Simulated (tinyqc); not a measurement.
## A discretised effective-mass wire between two leads, recursive Green functions: the device repeated

Finite differences on a grid of step a give a chain with hopping -t, t = C/(m a^2), C = hbar^2/(2 m0), and site energies 2 t + U_i for the N = 6 sites of the device; the semi-infinite leads have site energy 2 t. Each slice is one site, and V = -t couples neighbouring slices.

Sigma = t^2 g(E - 2 t), g(x) = (x - i sqrt(4 t^2 - x^2))/(2 t^2) for |x| < 2 t and (x - sign(x) sqrt(x^2 - 4 t^2))/(2 t^2) otherwise; Gamma = i (Sigma - Sigma^dagger); both leads give the same. Forward pass: g_1 = (E - H_1 - Sigma)^(-1), g_i = (E - H_i - V g_(i-1) V^dagger)^(-1), with Sigma also subtracted on the last slice; G_(i,1) = g_i V G_(i-1,1), starting from g_1. H_i is the block of slice i, its site energy. T(E) = Tr[Gamma G_(N,1) Gamma G_(N,1)^dagger]. The list U is repeated k times, so the device has k N slices.

Parameters, values chosen for the exercise: effective mass m = 0.042 m0; grid step a = 1.1 nm; potential on the sites 1 to N U = [0, 0.52, 0.52, 0.52, 0.52, 0] eV; energy above the band bottom of the leads E = 0.136 eV.

Constants: q = 1.602176634e-19 C, hbar = 1.054571817e-34 J s, m0 = 9.1093837015e-31 kg, hbar^2/(2 m0) = 0.0380998212 eV nm^2. Results are converted to the units shown.

The device repeated:

| k | T(E) | ln T(E) |
|---|---|---|
| 1 | 0.012126 | -4.4124 |
| 2 | 4.5405e-5 | -9.9999 |
| 3 | 1.6921e-7 | -15.592 |
| 4 | 6.3061e-10 | -21.184 |
| 5 | 2.3501e-12 | -26.777 |
| 6 | 8.7582e-15 | -32.369 |
| 8 | 1.2164e-19 | -43.553 |
| 10 | 1.6894e-24 | -54.738 |
| 12 | 2.3463e-29 | -65.922 |

T(E) falls from 0.0121 to 2.35e-29; over the last rows ln T(E) drops by a steady 5.59 a repeat: the energy lies in a gap of the periodic structure that the repeats form, with a decay length of 2.15 slices for the amplitude.

Program tinyqc, `OMP_NUM_THREADS=1 python tinyqc.py 2660012 2660013 out.jsonl`; Intel Xeon 2.30GHz, shared host, one thread, about 0.01 s.
